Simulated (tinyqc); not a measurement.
Plane-wave Kohn-Sham cycle with exchange-only LDA in a layered model solid, step by step. Computed by tinyqc, a small Python program that keeps every step. Settings: points = 16, plane-wave index or count = 2, electrons = 2, k points = 1, area = 16.0, mixing = 0.5, iteration cap = 57. Command: `OMP_NUM_THREADS=1 python tinyqc.py 29943 29944 out.jsonl` (the two numbers bound the seeds that draw the settings). One thread of a shared host (Intel(R) Xeon(R) Processor @ 2.60GHz), about 0.01 s of CPU time with the checks. Later iterations appear only in the table of the cycle.

## Iteration 1: potential

A solid whose potential varies along x alone (atomic units):

| parameter | value |
|---|---|
| period a | 8.400000 |
| cross-section of the cell | 16.000000 |
| electrons per cell | 2 |
| grid points | 16 |
| plane waves -n..n, n | 2 |
| k points | 1 |
| V1 in V1 cos(2 pi x/a) | -0.480000 |
| V2 in V2 cos(4 pi x/a) | 0.160000 |

density at the start, on the grid x_j = j a/N (e/bohr^3): 0.014881  0.014881  0.014881  0.014881  0.014881  0.014881  0.014881  0.014881  0.014881  0.014881  0.014881  0.014881  0.014881  0.014881  0.014881  0.014881

V_H(G) = 4 pi rho(G)/G^2 for G != 0 (uniform background); v_x = -(3 rho/pi)^(1/3); V = V_ext + V_H + v_x; Fourier components f(G_m) = (1/N) sum_j f(x_j) exp(-i G_m x_j).

Potentials on the grid (hartree):

| x | V_ext | V_H | v_x | V |
|---|---|---|---|---|
| 0.0000 | -0.3200 | 0.0000 | -0.2422 | -0.5622 |
| 0.5250 | -0.3303 | 0.0000 | -0.2422 | -0.5725 |
| 1.0500 | -0.3394 | 0.0000 | -0.2422 | -0.5816 |
| 1.5750 | -0.2968 | 0.0000 | -0.2422 | -0.5390 |
| 2.1000 | -0.1600 | 0.0000 | -0.2422 | -0.4022 |
| 2.6250 | 0.0706 | 0.0000 | -0.2422 | -0.1717 |
| 3.1500 | 0.3394 | 0.0000 | -0.2422 | 0.0972 |
| 3.6750 | 0.5566 | 0.0000 | -0.2422 | 0.3144 |
| 4.2000 | 0.6400 | 0.0000 | -0.2422 | 0.3978 |
| 4.7250 | 0.5566 | 0.0000 | -0.2422 | 0.3144 |
| 5.2500 | 0.3394 | 0.0000 | -0.2422 | 0.0972 |
| 5.7750 | 0.0706 | 0.0000 | -0.2422 | -0.1717 |
| 6.3000 | -0.1600 | 0.0000 | -0.2422 | -0.4022 |
| 6.8250 | -0.2968 | 0.0000 | -0.2422 | -0.5390 |
| 7.3500 | -0.3394 | 0.0000 | -0.2422 | -0.5816 |
| 7.8750 | -0.3303 | 0.0000 | -0.2422 | -0.5725 |

V(G_m), m = 0, 1, 2, ... (hartree): -0.2422  -0.2400  0.0800  0.0000  0.0000

## Iteration 1: Hamiltonian at one k

k = 0.0000 2 pi / a

H(m,m') = (k + G_m)^2/2 delta + V(G_m - G_m'), with V(-G) = V(G).

H (hartree):
```
         -2       -1       +0       +1       +2
-2   0.8768  -0.2400   0.0800   0.0000   0.0000
-1  -0.2400   0.0375  -0.2400   0.0800   0.0000
+0   0.0800  -0.2400  -0.2422  -0.2400   0.0800
+1   0.0000   0.0800  -0.2400   0.0375  -0.2400
+2   0.0000   0.0000   0.0800  -0.2400   0.8768
```

## Iteration 1: levels at that k

Diagonalise the Hermitian matrix.

eigenvalues (hartree): -0.4471  -0.1014  0.2164  0.9357  0.9827

## Iteration 1: new density

Motion across x is left out: the lowest 1 band(s) hold two electrons at each of the k points (j + 1/2)/nk - 1/2. Residual R = rho(out) - rho(in); rho(new) = rho(in) + 0.5 R. rho(out) = 2/(a A nk) sum |psi|^2 with psi = sum c exp(i G x). Harris energy E = band energy - dV sum rho (V_H/2 + v_x) + (3/4) dV sum rho v_x with rho(in), dV = a A/N, band energy = (2/nk) sum of the filled levels.

rho(out) (e/bohr^3): 0.039127  0.036045  0.028119  0.018449  0.010055  0.004478  0.001629  0.000552  0.000315  0.000552  0.001629  0.004478  0.010055  0.018449  0.028119  0.036045

density after iteration 1 (e/bohr^3): 0.027004  0.025463  0.021500  0.016665  0.012468  0.009680  0.008255  0.007717  0.007598  0.007717  0.008255  0.009680  0.012468  0.016665  0.021500  0.025463

energy per cell = -0.772996 hartree

## Iteration 2: potential

As before.

Potentials on the grid (hartree):

| x | V_ext | V_H | v_x | V |
|---|---|---|---|---|
| 0.0000 | -0.3200 | 0.2281 | -0.2954 | -0.3873 |
| 0.5250 | -0.3303 | 0.2076 | -0.2897 | -0.4124 |
| 1.0500 | -0.3394 | 0.1511 | -0.2738 | -0.4621 |
| 1.5750 | -0.2968 | 0.0720 | -0.2515 | -0.4764 |
| 2.1000 | -0.1600 | -0.0136 | -0.2283 | -0.4019 |
| 2.6250 | 0.0706 | -0.0912 | -0.2099 | -0.2305 |
| 3.1500 | 0.3394 | -0.1511 | -0.1990 | -0.0107 |
| 3.6750 | 0.5566 | -0.1884 | -0.1946 | 0.1736 |
| 4.2000 | 0.6400 | -0.2010 | -0.1936 | 0.2454 |
| 4.7250 | 0.5566 | -0.1884 | -0.1946 | 0.1736 |
| 5.2500 | 0.3394 | -0.1511 | -0.1990 | -0.0107 |
| 5.7750 | 0.0706 | -0.0912 | -0.2099 | -0.2305 |
| 6.3000 | -0.1600 | -0.0136 | -0.2283 | -0.4019 |
| 6.8250 | -0.2968 | 0.0720 | -0.2515 | -0.4764 |
| 7.3500 | -0.3394 | 0.1511 | -0.2738 | -0.4621 |
| 7.8750 | -0.3303 | 0.2076 | -0.2897 | -0.4124 |

V(G_m), m = 0, 1, 2, ... (hartree): -0.2364  -0.1589  0.0827  0.0007  0.0000

## Iteration 2: Hamiltonian at one k

k = 0.0000 2 pi / a

As before.

H (hartree):
```
         -2       -1       +0       +1       +2
-2   0.8826  -0.1589   0.0827   0.0007   0.0000
-1  -0.1589   0.0433  -0.1589   0.0827   0.0007
+0   0.0827  -0.1589  -0.2364  -0.1589   0.0827
+1   0.0007   0.0827  -0.1589   0.0433  -0.1589
+2   0.0000   0.0007   0.0827  -0.1589   0.8826
```

## Iteration 2: levels at that k

As before.

eigenvalues (hartree): -0.3451  -0.0663  0.1806  0.9094  0.9367

## Iteration 2: new density

As before.

rho(out) (e/bohr^3): 0.031588  0.030212  0.026234  0.020247  0.013477  0.007507  0.003498  0.001558  0.001044  0.001558  0.003498  0.007507  0.013477  0.020247  0.026234  0.030212

density after iteration 2 (e/bohr^3): 0.029296  0.027837  0.023867  0.018456  0.012972  0.008593  0.005876  0.004637  0.004321  0.004637  0.005876  0.008593  0.012972  0.018456  0.023867  0.027837

energy per cell = -0.632975 hartree

## Convergence

Stop when sqrt(dV sum R^2) is below 1e-8, dV = a A/N.

Course of the cycle:

| iteration | E (hartree) | norm of the residual |
|---|---|---|
| 1 | -0.772996 | 1.61e-01 |
| 2 | -0.632975 | 5.12e-02 |
| 3 | -0.620998 | 1.94e-02 |
| 4 | -0.620658 | 1.03e-02 |
| 5 | -0.620721 | 5.53e-03 |
| 6 | -0.620747 | 2.87e-03 |
| 7 | -0.620755 | 1.48e-03 |
| 8 | -0.620757 | 7.59e-04 |
| 9 | -0.620757 | 3.90e-04 |
| 10 | -0.620758 | 2.00e-04 |
| 11 | -0.620758 | 1.03e-04 |
| ... | ... | ... |
| 15 | -0.620758 | 7.15e-06 |
| 16 | -0.620758 | 3.67e-06 |
| 17 | -0.620758 | 1.89e-06 |
| 18 | -0.620758 | 9.69e-07 |
| 19 | -0.620758 | 4.98e-07 |
| 20 | -0.620758 | 2.56e-07 |
| 21 | -0.620758 | 1.31e-07 |
| 22 | -0.620758 | 6.74e-08 |
| 23 | -0.620758 | 3.46e-08 |
| 24 | -0.620758 | 1.78e-08 |
| 25 | -0.620758 | 9.12e-09 |

Converged in 25 iterations. Before convergence this energy mixes input and output and is not variational, so it may rise towards its limit.
